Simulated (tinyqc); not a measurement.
# Admittance spectroscopy of a deep trap: effect of the bias

Schottky contact on an n-type layer with shallow donors Nd (all ionised) and a donor-like deep trap, neutral when filled and positive when empty; depletion approximation. Traps within lam of the depletion edge stay filled. The traps at xt = W - lam, where the level crosses the Fermi level, follow a slow signal and not a fast one. w = 2 pi f.

Emission rate en = sn vth(T) Nc(T) exp(-Et/kB T) = sn g T^2 exp(-Et/kB T), g = vth Nc/(300 K)^2, as vth goes as T^0.5 and Nc as T^1.5 (degeneracy factor 1). lam = sqrt(2 eps0 eps_r (EF - ET)/(q Nd)), EF - ET = Et - (kB T/q) ln(Nc(T)/Nd), Nc(T) = Nc (T/300 K)^1.5. In the steady state at the band bending V, 2 eps0 eps_r V/q = Nd W^2 + Nt (W - lam)^2 (the second term only if W > lam). V = Vbi + Vr. C_HF = eps0 eps_r/W, C_LF = eps0 eps_r (Nd + Nt)/(Nd W + Nt xt). Inflection frequency w0 = 2 en [1 + Nt xt/(Nd W)]; C = C_HF + (C_LF - C_HF)/(1 + (w/w0)^2), G/w = (C_LF - C_HF)(w/w0)/(1 + (w/w0)^2).

Inputs (values chosen for the exercise); material values close to those of 4H silicon carbide: relative permittivity eps_r = 9.72; conduction-band density of states at 300 K Nc = 1.7e19 cm^-3; thermal velocity at 300 K vth = 1.9e7 cm/s; shallow donor density Nd = 7e15 cm^-3; built-in voltage Vbi = 1.24 V; depth of the trap below the conduction edge Et = 0.54 eV; capture cross-section sn = 4e-15 cm^2; trap density Nt = 2.4e15 cm^-3; temperature T = 287 K.

Constants: q = 1.602176634e-19 C, kB = 1.380649e-23 J/K, eps0 = 8.8541878128e-14 F/cm where lengths are in cm. Results are converted to the units shown.

Effect of the bias:
```
Vr (V),W (nm),xt/W,C_HF (nF/cm^2),step (nF/cm^2),step (% of C_HF)
0,421.8,0.4514,20.41,3.324,16.29
0.9,543.2,0.5740,15.84,1.933,12.20
1.7,629.9,0.6327,13.66,1.414,10.35
2.6,713.8,0.6758,12.06,1.088,9.023
3.4,780.3,0.7035,11.03,0.9035,8.192
4.3,848.4,0.7273,10.14,0.7593,7.485
5.1,904.3,0.7441,9.517,0.6652,6.990
6,963.1,0.7597,8.936,0.5840,6.535
```

What does the comparison show, and why?

xt/W rises from 0.451 to 0.760 since lam stays at 231 nm, and the relative step falls from 16.3 to 6.53 %: the nearer xt lies to W in proportion, the less the traps add.

Program tinyqc, `OMP_NUM_THREADS=1 python tinyqc.py 2050123 2050124 out.jsonl`; Intel Xeon 2.30GHz, shared host, one thread, about 0.01 s.
